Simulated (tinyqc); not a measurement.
# Screening length from the swing

Inverse problem. In a simple model of a Schottky-barrier transistor a barrier thinner than d = 2.2 nm is transparent, so the effective barrier is pn - psi (1 - exp(-d/lam)) and the swing beyond flat band is Vt ln 10/(1 - exp(-d/lam)). Find the thermionic swing, lam, and the effective barrier at psi = 0.2 V.

Inputs (values chosen for the exercise):
```
symbol  value  unit                                 meaning
T         350     K                             temperature
pn        0.9    eV  barrier for electrons at both contacts
```

Constants: q = 1.602176634e-19 C, kB = 1.380649e-23 J/K, Vt = kB T/q. Results are converted to the units shown.

swing in the tunnelling range = 185.78797 mV/decade

Solution. The ratio of the two swings is 1 - exp(-d/lam).

Vt ln 10 = 69.4 mV/decade
lam = 4.70 nm
effective barrier = 0.825 eV

Numbers from tinyqc (`OMP_NUM_THREADS=1 python tinyqc.py 2390113 2390114 out.jsonl`; about 0.2 s on one thread of a shared Intel Xeon 2.30GHz).
